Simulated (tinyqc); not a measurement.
# Small-signal admittance of a forward-biased p+-n diode: two studies

Holes injected into a neutral base of width wb with an ohmic contact at its end; low injection, p0 far above the equilibrium density. A small voltage v exp(i w t), w = 2 pi f, modulates the edge density by p0 v/Vt, and the small-signal density obeys Dp d2p/dx2 = (1/tau + i w) p.

Inputs (values chosen for the exercise); permittivity close to that of silicon: temperature T = 350 K; relative permittivity eps_r = 11.7; donor density of the base Nd = 4.5e15 cm^-3; hole diffusion coefficient Dp = 10 cm^2/s; hole lifetime tau = 8e-8 s; width of the neutral base wb = 0.98 um; excess hole density at the junction edge p0 = 1.8e13 cm^-3; acceptor density of the p+ side Na = 6e18 cm^-3; series resistance Rs = 0.00066 ohm cm^2; signal frequency f = 7.3e8 Hz.

Constants: q = 1.602176634e-19 C, kB = 1.380649e-23 J/K, Vt = kB T/q, eps0 = 8.8541878128e-14 F/cm where lengths are in cm. Results are converted to the units shown.

Each table varies one quantity; the others keep the values above.

## Admittance against frequency

L = sqrt(Dp tau); direct current J = (q Dp p0/L) coth(wb/L); k = sqrt(1 + i w tau)/L; diffusion admittance Y = (q Dp p0/Vt) k coth(k wb) = G + i w C_diff; junction capacitance C_j = sqrt(q eps0 eps_r Nd/(2 Vr)) in the depletion approximation, with the remaining barrier Vr = Vt ln(Na/p0), a rough value under forward bias; base-width modulation is left out. Measured admittance 1/[Rs + 1/(Y + i w C_j)].

The same in every row: C_j (uF/cm^2) = 0.031203.

Admittance against frequency:
```
f (Hz),w tau,G (S/cm^2),C_diff (uF/cm^2),measured G (S/cm^2),measured C (uF/cm^2),phase of the measured Y (degrees)
1e6,0.50265,9.7960,0.0031185,9.7331,0.033882,1.2530
5e6,2.5133,9.7962,0.0031185,9.7340,0.033882,6.2407
2e7,10.053,9.7992,0.0031183,9.7482,0.033882,23.594
8e7,40.212,9.8462,0.0031140,9.9753,0.033871,59.634
3e8,150.80,10.483,0.0030559,13.102,0.033730,78.356
1e9,502.65,15.679,0.0025920,43.828,0.032482,77.880
6e9,3015.9,41.524,0.0011004,600.32,0.018984,50.010
2e10,10053,75.797,6.0312e-4,1317.8,0.0039455,20.618
1e11,50265,169.48,2.6973e-4,1505.3,1.8343e-4,4.3782
```

Read the table: what changes, and by how much?

G starts at J/Vt = 9.80 S/cm^2 and C_diff at (J tau/(2 Vt))(1 - 2 x/sinh 2x) = 0.00312 uF/cm^2, x = wb/L = 0.110. Between the last two rows G goes as f^(0.50) and C_diff as f^(-0.50); the limits are 1/2 and -1/2, reached when the signal penetrates only sqrt(Dp/w). The measured C is 1.3 % below C_diff + C_j in the first row and 99 % below it in the last, the difference being due to Rs.

## Effect of the hole lifetime

Same model as above.

The same in every row: C_j (uF/cm^2) = 0.03120.

Effect of the hole lifetime:
```
tau (s),w tau,G (S/cm^2),C_diff (uF/cm^2),measured G (S/cm^2),measured C (uF/cm^2),phase of the measured Y (degrees)
8e-10,3.669,16.05,0.002485,31.00,0.03265,78.31
4e-9,18.35,13.88,0.002732,29.15,0.03298,79.09
2e-8,91.73,13.43,0.002787,28.77,0.03305,79.25
8e-8,366.9,13.34,0.002798,28.70,0.03307,79.28
4e-7,1835,13.32,0.002801,28.68,0.03307,79.29
2e-6,9173,13.32,0.002801,28.68,0.03307,79.29
8e-6,3.669e4,13.32,0.002802,28.68,0.03307,79.29
```

As tau goes from 8e-10 to 8e-6, G falls from 16.1 to 13.3 S/cm^2, C_diff rises from 0.00249 to 0.00280 uF/cm^2 and the measured C rises from 0.0327 to 0.0331 uF/cm^2. C_diff stays below C_j.

Computed by the program tinyqc: `OMP_NUM_THREADS=1 python tinyqc.py 2890139 2890140 out.jsonl`, one thread of a shared Intel Xeon 2.30GHz, about 0.01 s for the whole run.
